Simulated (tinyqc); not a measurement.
# Transistor under a ferroelectric capacitor (negative capacitance), static model: what changes with what

A ferroelectric film of thickness tf lies between the gate and an inner metal at potential v, which drives an ordinary transistor. One domain, P = Q (background permittivity neglected): Vg = v + tf (2 al Q + 4 be Q^3), al = -3 sqrt(3) Ec/(4 Pr), be = 3 sqrt(3) Ec/(8 Pr^3). Gate charge Q(v) = Qi + Cp v with the channel charge Qi = Cox n Vt ln(1 + exp((v - VT)/(n Vt))). Q in uC/cm^2, E in kV/cm; 1 nm times 1 kV/cm is 1e-4 V. Domains, leakage and the switching time are left out.

Parameters, values chosen for the exercise; Pr and Ec close to those of hafnium oxide based films: temperature T = 300 K; remanent polarisation Pr = 17 uC/cm^2; coercive field Ec = 1500 kV/cm; capacitance of the inner oxide Cox = 3.7 uF/cm^2; overlap capacitance per gate area Cp = 1.18 uF/cm^2; threshold of the inner transistor VT = 0.4 V; subthreshold factor of the inner transistor n = 1.17; gate voltage Vg = 0.44 V.

Constants: q = 1.602176634e-19 C, kB = 1.380649e-23 J/K, Vt = kB T/q. Results are converted to the units shown.

Each table varies one quantity; the others keep the values above.

## Effect of the ferroelectric thickness

C = dQ/dv = Cox/(1 + exp(-(v - VT)/(n Vt))) + Cp; dVg/dv = 1 + C tf (2 al + 12 be Q^2); gain = dv/dVg. The largest gain is taken over -0.3 V < v < 2.5 V, tc is the thickness at which dVg/dv first touches zero, the swing is n Vt ln 10 (1 + 2 al tf Cp), v solves Vg(v) = Vg, and the last column compares Qi(v) with Qi(Vg) of the transistor without the film.

Result of one run:
```
tf (nm)  tc (nm)  largest gain  swing (mV/decade)  v at Vg (V)  Qi with/without film
1.2        9.122         1.151              67.39       0.4616                 1.385
```

What becomes of these results when the ferroelectric thickness tf is changed from 1.2 to 1.7 nm, all else the same?

Result of the changed run:
```
tf (nm)  tc (nm)  largest gain  swing (mV/decade)  v at Vg (V)  Qi with/without film
1.7        9.122         1.229              66.44       0.4725                 1.593
```

The whole series:
```
tf (nm)  tc (nm)  largest gain  swing (mV/decade)  v at Vg (V)  Qi with/without film
0.91       9.122         1.111              67.93       0.4558                 1.278
1.2        9.122         1.151              67.39       0.4616                 1.385
1.7        9.122         1.229              66.44       0.4725                 1.593
2.3        9.122         1.337              65.31       0.4876                 1.893
3.2        9.122         1.540              63.62       0.5161                 2.475
4.3        9.122         1.892              61.54       0.5654                 3.512
5.9        9.122         2.831              58.53       0.6958                 6.274
8          9.122         8.131              54.57        1.161                 16.15
```

As tf goes from 0.91 to 8 nm, the largest gain rises from 1.11 to 8.13, the swing falls from 67.9 to 54.6 mV a decade and tc stays at 9.12 nm. The gain grows as 1/(1 - tf/tc), the swing falls only linearly, because below threshold the film works against the small Cp. At tf = 11 nm tf is within 2 % of tc or beyond it, so those rows are left out. At tf = 8 nm the gate charge passes 2.5 uC/cm^2, about what a silicon dioxide interlayer withstands. At tf = 8 nm the gain relies on a single-domain state close to the fold, which domains would spoil.

## Effect of the coercive field

Same model as above.

In this table tf = 5 nm.

Results:
```
Ec (kV/cm)  tc (nm)  largest gain  swing (mV/decade)  v at Vg (V)  Qi with/without film
400           34.21         1.171              67.13       0.4644                 1.437
600           22.80         1.281              65.88       0.4797                 1.736
1000          13.68         1.576              63.37       0.5210                 2.579
1200          11.40         1.781              62.11       0.5499                 3.183
1500          9.122         2.213              60.23       0.6105                 4.466
1800          7.602         2.922              58.34       0.7080                 6.532
```

Estimate the missing row, Ec = 800 kV/cm.

Computed row:
```
Ec (kV/cm)  tc (nm)  largest gain  swing (mV/decade)  v at Vg (V)  Qi with/without film
800           17.10         1.413              64.62       0.4982                 2.108
```

With this row back in the table: As Ec goes from 400 to 1800 kV/cm, the largest gain rises from 1.17 to 2.92, the swing falls from 67.1 to 58.3 mV a decade and tc falls from 34.2 to 7.60 nm.

Numbers from tinyqc (`OMP_NUM_THREADS=1 python tinyqc.py 2860025 2860026 out.jsonl`; about 0.02 s on one thread of a shared Intel Xeon 2.30GHz).
